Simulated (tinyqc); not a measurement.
Time-dependent dielectric breakdown: cell percolation, Weibull statistics, area scaling and voltage extrapolation. Changing the allowed failure fraction F. Computed by tinyqc, a small Python program. Command: `OMP_NUM_THREADS=1 python tinyqc.py 3030127 3030128 out.jsonl tddb sweep`. One thread of a shared host (Intel(R) Xeon(R) Processor @ 2.30GHz), about 0.01 s of CPU time with the checks.

The oxide is divided into columns of area a^2, each holding m = t_ox/a cells (m is taken as continuous). A share lambda(t) = (t/t_1)^alpha of the cells is defective, and a column whose cells are all defective breaks down.

Inputs (values chosen for the exercise, for a model gate oxide):
```
quantity                                                   value  unit
oxide thickness t_ox                                         2.9    nm
defect cell size a                                           1.4    nm
exponent alpha of defect growth                              0.7     -
time t_1 at which the occupied share would reach 1       6.4e+07     s
test area A                                                 0.04  um^2
product area A_u                                           6e+06  um^2
stress voltage V                                             3.9     V
use voltage V_u                                                2     V
local exponent n = -d ln t/d ln V at the stress voltage       30     -
activation energy E_a                                       0.77    eV
stress temperature T                                         105     C
use temperature T_u                                          100     C
```

Voltage law used: E.

Constants: k_B = 8.617333262e-05 eV/K.

Method:
- Failure fraction F = 1 - (1 - lambda^m)^N with N = A/a^2 columns, which for small lambda^m is 1 - exp(-(t/t63)^beta) with beta = alpha m and t63 = t_1 N^(-1/beta); critical share lambda(t63) = N^(-1/m). 1 um^2 = 1e6 nm^2.
- All three voltage laws share the slope n at the stress voltage. Factor t(V_u)/t(V): E law exp(n (1 - V_u/V)); 1/E law exp(n (V/V_u - 1)); power law (V/V_u)^n.
- Temperatures in kelvin are T(C) + 273.15.
- Temperature factor exp[(E_a/k_B)(1/T_u - 1/T)]; area factor (A/A_u)^(1/beta); percentile factor (-ln(1 - F))^(1/beta); life = t63 x all four; 1 year = 3.15576e7 s.

One run for each value:
```
allowed failure fraction F  projected life (years)  percentile factor
1.00e-07                                2.2564e-07         1.4874e-05
1.00e-06                                1.1043e-06         7.2790e-05
1.00e-05                                5.4041e-06         3.5623e-04
1.00e-04                                2.6448e-05         1.7434e-03
1.00e-03                                1.2948e-04         8.5346e-03
1.00e-02                                6.3562e-04         4.1898e-02
1.00e-01                                3.2136e-03         2.1183e-01
5.00e-01                                1.1782e-02         7.7665e-01
```

Over the rows, projected life (years) rises from 2.26e-7 to 0.0118 (exponent d ln y / d ln x 0.69 between the first rows and 0.81 between the last); percentile factor rises from 1.49e-5 to 0.777 (exponent d ln y / d ln x 0.69 between the first rows and 0.81 between the last). For small F the life scales as F^(1/beta), 1/beta = 0.690.

Caution (all rows): t_1 is an input here; in a real oxide it changes with thickness at fixed voltage.
